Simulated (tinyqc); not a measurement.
Comparisons within one model: ellipsoidal valleys in the axes of a wafer and a channel. A value that a table varies takes the place of the one given here.

Valleys with axes a along x, y and z, two valleys each; inverse mass tensor w = 1/mt + (1/ml - 1/mt) a a. Device axes: z = nz/|nz|, x = nx/|nx|, y = z cross x; in them a = (ax, ay, az). Confinement mass mz = 1/w_zz. In the plane w_ij is replaced by u_ij = w_ij - w_iz w_jz/w_zz (i, j = x, y); density-of-states mass md = 1/sqrt(det u); conductivity mass along x mc = 1/u_xx; ballistic transport mass mx = u_yy/det u, width mass my = 1/u_yy.

Hard walls: E_n = c (n pi/t)^2/mz, c = hbar^2/2m0, n = 1, 2, 3. Non-degenerate share of a valley proportional to md sum_n exp(-E_n/kT); mean 1/mc = sum of share/mc. 1 nm = 10 angstrom.

Constants: hbar^2/2m0 = 3.80998211 eV angstrom^2; kB = 8.617333262e-05 eV/K.

Parameters, chosen for this exercise (near those of the Delta valleys of Si; not measured data): ml = 0.888 m0 (longitudinal mass); mt = 0.188 m0 (transverse mass); t = 4.4 nm (thickness of the film); T = 300 K (temperature); nz = (1, 1, 1) (surface normal (confinement)); nx = (1, 1, -2) (channel direction).

## Wafer and channel orientation

For each face/channel: the lowest ladder (mz, number of valleys, md, E1, share) and the mean conductivity mass over all valleys.

Results:

| face/channel | mz | valleys | md | E1 (meV) | share | mean mc |
|---|---|---|---|---|---|---|
| (110)/[1-11] | 0.310 | 4 | 0.318 | 62.6 | 0.883 | 0.3206 |
| (100)/[011] | 0.888 | 2 | 0.188 | 21.9 | 0.853 | 0.1996 |
| (001)/[100] | 0.888 | 2 | 0.188 | 21.9 | 0.853 | 0.1996 |
| (111)/[11-2] | 0.255 | 6 | 0.351 | 76.2 | 1.000 | 0.2921 |
| (113)/[1-10] | 0.530 | 2 | 0.243 | 36.7 | 0.756 | 0.2097 |
| (111)/[1-10] | 0.255 | 6 | 0.351 | 76.2 | 1.000 | 0.2921 |
| (001)/[110] | 0.888 | 2 | 0.188 | 21.9 | 0.853 | 0.1996 |

The mean conductivity mass is lowest, 0.1996, for (100)/[011], (001)/[100] and (001)/[110] and highest, 0.3206, for (110)/[1-11]; the bulk value is 0.2550. The confinement energy is lowest on the face with the heaviest mz ((100), 22 meV). The density of states of the lowest ladder, valleys times md, runs between 0.376 and 2.105; a small value limits the charge through the quantum capacitance.

## What each parameter does

Lowest E1, its share and the mean conductivity mass. Each row changes one parameter from the base and keeps the others.

Results:

| case | lowest E1 (meV) | share | mean mc (m0) |
|---|---|---|---|
| base | 76.17 | 1.0000 | 0.2921 |
| ml = 0.977 m0 | 75.50 | 1.0000 | 0.2976 |
| mt = 0.169 m0 | 83.91 | 1.0000 | 0.2681 |
| t = 3.96 nm | 94.03 | 1.0000 | 0.2921 |
| T = 270 K | 76.17 | 1.0000 | 0.2921 |

The largest shifts from the base row, up to three for each result and ties (the steps differ in size, so this ranks the rows, not the parameters). lowest E1 (meV): t +17.87, mt +7.74, ml -0.66; unchanged at the printed digits by T. share: unchanged at the printed digits by ml, mt, t and T. mean mc (m0): mt -0.0240, ml +0.0055; unchanged at the printed digits by t and T.

tinyqc: `OMP_NUM_THREADS=1 python tinyqc.py 1850218 1850219 out.jsonl`; about 0.01 s, one thread, shared Intel(R) Xeon(R) Processor @ 2.30GHz.
